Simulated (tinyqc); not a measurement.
# Front-illuminated p-i-n photodiode, quantum efficiency and bandwidth: two studies

Light enters through a p layer (0 to xp), a depleted layer (xp to xp + wi) and a thick n substrate, decaying as exp(-al x); one pass, no back reflection. Carriers made in the depleted layer are all collected; those in the neutral layers diffuse.

Values chosen for this exercise; values close to those of silicon at this wavelength: wavelength lam = 850 nm; absorption coefficient al = 531 1/cm; reflectance of the front face Rf = 0.05; relative permittivity eps_r = 12.2; thickness of the front p layer xp = 0.77 um; thickness of the depleted layer wi = 5.6 um; electron diffusion coefficient in the p layer Dn = 6.1 cm^2/s; electron diffusion length in the p layer Ln = 0.5 um; recombination velocity of the front surface S = 4000 cm/s; hole diffusion length in the thick n substrate Lp = 2.3 um; electron drift velocity ve = 1.01e7 cm/s; hole drift velocity vh = 7.24e6 cm/s; diameter dia = 18 um; load resistance RL = 50 ohm; parasitic capacitance Cp = 10 fF.

Constants: q = 1.602176634e-19 C, h = 6.62607015e-34 J s, c = 299792458 m/s, eps0 = 8.8541878128e-14 F/cm where lengths are in cm. Results are converted to the units shown.

Each table varies one quantity; the others keep the values above.

## Efficiency and bandwidth against the thickness of the depleted layer

k = al Ln, s = S Ln/Dn, e = exp(-al xp); front layer f1 = (k/(k^2 - 1)) {[s + k - e (s cosh(xp/Ln) + sinh(xp/Ln))]/[s sinh(xp/Ln) + cosh(xp/Ln)] - k e}; depleted layer f2 = e (1 - exp(-al wi)); substrate f3 = e exp(-al wi) al Lp/(1 + al Lp); external efficiency (1 - Rf)(f1 + f2 + f3); responsivity = efficiency q lam/(h c). Drift response for pairs made in the depleted layer, a = al wi, g = 1 - exp(-a), u = 2 pi i f, te = wi/ve, th = wi/vh: electrons He = [g - a (exp(-a) - exp(-u te))/(u te - a)]/(u te g), holes Hh = [g - a (1 - exp(-a - u th))/(a + u th)]/(u th g); C = eps0 eps_r pi (dia/2)^2/wi + Cp; total |He + Hh|/sqrt(1 + (2 pi f RL C)^2), for the current of the depleted layer alone. Limits are the frequencies at which each factor falls to 1/sqrt(2); inverse-square sum (f_transit^-2 + f_RC^-2)^(-1/2); the diffusion currents f1 and f3 are left out of the bandwidth.

Result of one run:

| wi (um) | f2 | f1 + f3 | responsivity (A/W) | transit limit (GHz) | RC limit (GHz) | 3 dB bandwidth (GHz) | inverse-square sum (GHz) | bandwidth x (1 - Rf) f2 (GHz) |
|---|---|---|---|---|---|---|---|---|
| 2 | 0.09672 | 0.1174 | 0.1395 | 22.96 | 134.1 | 22.49 | 22.63 | 2.067 |

What becomes of these results when the thickness of the depleted layer wi is changed from 2 to 27 um, all else the same?

Result of the changed run:

| wi (um) | f2 | f1 + f3 | responsivity (A/W) | transit limit (GHz) | RC limit (GHz) | 3 dB bandwidth (GHz) | inverse-square sum (GHz) | bandwidth x (1 - Rf) f2 (GHz) |
|---|---|---|---|---|---|---|---|---|
| 27 | 0.7311 | 0.04836 | 0.5076 | 1.814 | 288.9 | 1.814 | 1.814 | 1.260 |

The whole series:

| wi (um) | f2 | f1 + f3 | responsivity (A/W) | transit limit (GHz) | RC limit (GHz) | 3 dB bandwidth (GHz) | inverse-square sum (GHz) | bandwidth x (1 - Rf) f2 (GHz) |
|---|---|---|---|---|---|---|---|---|
| 0.7 | 0.03503 | 0.1241 | 0.1036 | 65.32 | 64.61 | 43.89 | 45.93 | 1.460 |
| 1.2 | 0.05926 | 0.1215 | 0.1177 | 38.17 | 96.73 | 34.66 | 35.50 | 1.951 |
| 2 | 0.09672 | 0.1174 | 0.1395 | 22.96 | 134.1 | 22.49 | 22.63 | 2.067 |
| 3.3 | 0.1543 | 0.1111 | 0.1729 | 13.97 | 173.7 | 13.91 | 13.93 | 2.039 |
| 5.6 | 0.2469 | 0.1011 | 0.2266 | 8.294 | 213.5 | 8.284 | 8.287 | 1.943 |
| 9.4 | 0.3772 | 0.08687 | 0.3023 | 4.997 | 246.3 | 4.996 | 4.996 | 1.790 |
| 16 | 0.5495 | 0.06812 | 0.4022 | 2.989 | 271.6 | 2.988 | 2.989 | 1.560 |
| 27 | 0.7311 | 0.04836 | 0.5076 | 1.814 | 288.9 | 1.814 | 1.814 | 1.260 |
| 45 | 0.8719 | 0.03303 | 0.5894 | 1.113 | 300.0 | 1.113 | 1.113 | 0.9218 |

As wi goes from 0.7 to 45, the responsivity rises from 0.104 to 0.589 A/W and the bandwidth falls from 43.9 to 1.11 GHz. The RC limit is the lower one for wi = 0.7, the transit limit elsewhere. Adding inverse squares of the two limits is within 4.7 % of the full result. The product of bandwidth and fast efficiency goes from 1.46 through a maximum of 2.07 (at wi = 2 among the rows listed) to 0.922 GHz. For wi = 0.7, 1.2, 2, 3.3, 5.6 the diffusion currents exceed 0.3 of the drift current; their own response times, left out, may then shape the whole response.

## Efficiency and bandwidth against the absorption coefficient

Same model as above.

lam is held fixed while al varies.

The same in every row: RC limit (GHz) = 213.5.

Efficiency and bandwidth against the absorption coefficient:

| al (1/cm) | f2 | f1 + f3 | responsivity (A/W) | transit limit (GHz) | 3 dB bandwidth (GHz) | inverse-square sum (GHz) | bandwidth x (1 - Rf) f2 (GHz) |
|---|---|---|---|---|---|---|---|
| 30 | 0.01662 | 0.008078 | 0.01609 | 8.155 | 8.146 | 8.149 | 0.1286 |
| 90 | 0.04881 | 0.02320 | 0.04690 | 8.172 | 8.163 | 8.166 | 0.3785 |
| 300 | 0.1511 | 0.06670 | 0.1419 | 8.231 | 8.222 | 8.224 | 1.180 |
| 900 | 0.3694 | 0.1358 | 0.3290 | 8.390 | 8.381 | 8.384 | 2.941 |
| 3000 | 0.6458 | 0.1793 | 0.5374 | 8.813 | 8.802 | 8.805 | 5.400 |
| 9000 | 0.4968 | 0.2796 | 0.5057 | 8.869 | 8.858 | 8.861 | 4.181 |
| 30000 | 0.09926 | 0.4441 | 0.3539 | 8.166 | 8.158 | 8.160 | 0.7693 |
| 90000 | 9.780e-4 | 0.4205 | 0.2745 | 8.011 | 8.003 | 8.005 | 0.007436 |
| 3e5 | 9.285e-11 | 0.4007 | 0.2610 | 7.991 | 7.983 | 7.985 | 7.042e-10 |

Read the table: what changes, and by how much?

As al goes from 30 to 3e5, the responsivity goes from 0.0161 through a maximum of 0.537 (at al = 3000 among the rows listed) to 0.261 A/W and the bandwidth goes from 8.15 through a maximum of 8.86 (at al = 9000 among the rows listed) to 7.98 GHz. The transit limit is the lower one in every row. Adding inverse squares of the two limits is within 0.036 % of the full result. Strong absorption puts the pairs into the front layer, where they must diffuse against surface loss; weak absorption lets light pass beyond a diffusion length of the junction. For al = 30, 90, 300, 900, 9000, 30000, 90000, 3e5 the diffusion currents exceed 0.3 of the drift current; their own response times, left out, may then shape the whole response.

tinyqc, about 0.01 s, one thread, Intel Xeon 2.30GHz (shared host): `OMP_NUM_THREADS=1 python tinyqc.py 2250103 2250104 out.jsonl`
